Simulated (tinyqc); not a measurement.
Direct against trap-assisted paths: tunnelling through a thin dielectric with one trap, as a tight-binding chain.

Hopping -t everywhere, t = c/(m a^2), c = hbar^2/2m0; lead sites at 2t (band bottom 0), barrier sites 1 to N at 2t + phi, and site j has U besides. No voltage. Leads give S = -t exp(ika) on sites 1 and N, cos(ka) = 1 - E/(2t). T = (2 t sin(ka))^2 |G_1N|^2, G = (E - H - S)^-1. In the barrier cosh(q a) = 1 + (phi - E)/(2t).

Resonance: the lowest eigenvalue of H + S(E), iterated until its real part equals E (40 rounds from Eb = phi + 2t - sqrt(4t^2 + U^2), the level in an endless barrier). With v the normalised squared amplitudes of that state, Gamma_L = 2 t sin(ka) v_1, Gamma_R = 2 t sin(ka) v_N; Breit-Wigner T = Gamma_L Gamma_R/((E - Er)^2 + (Gamma_L + Gamma_R)^2/4).

Constants: hbar^2/2m0 = 3.80998211 eV angstrom^2.

Inputs chosen for the exercise (barrier and mass of the size used for Si3N4 on silicon; the results hold for these values, not for the real material):
```
symbol  value  unit      meaning
a       3      angstrom  site spacing
m       0.45   m0        mass, the same in leads and barrier
phi     2.16   eV        conduction edge of the barrier above that of the leads
U       -2.56  eV        extra energy on the trap site
```

N odd, the trap in the middle, j = (N + 1)/2. Direct T is that without trap at the energy Er; area = 2 pi Gamma_L Gamma_R/(Gamma_L + Gamma_R). The exponents are the slopes of the logarithms between the last two rows, per angstrom.

Against thickness:
```
N   N a (angstrom)  Er (eV)  direct T  area (meV)
5             15.0   0.8652  5.74e-05        49.4
7             21.0   0.8646  6.62e-07        5.28
9             27.0   0.8645  7.66e-09       0.567
13            39.0   0.8644  1.02e-12     0.00656
15            45.0   0.8644  1.19e-14    0.000706
17            51.0   0.8644  1.37e-16    7.59e-05
```

Give the missing row, N = 11, N a (angstrom) = 33.0.

Computed row:
```
N   N a (angstrom)  Er (eV)  direct T  area (meV)
11            33.0   0.8644  8.86e-11      0.0610
```

exponents (1/angstrom): direct 0.7433, through the trap 0.3716

The direct path falls as exp(-0.743 d) and the path through a central trap as exp(-0.372 d), 2.00 times more slowly, since each step crosses half the layer. From 5 to 17 sites the first loses 11.6 decades and the second 5.8: in thicker layers even few traps rule the leakage. Inelastic capture with phonons is left out.

(tinyqc, `OMP_NUM_THREADS=1 python tinyqc.py 1482748 1482749 out.jsonl`, Intel(R) Xeon(R) Processor @ 2.30GHz, 1 thread, shared host, about 0.1 s.)
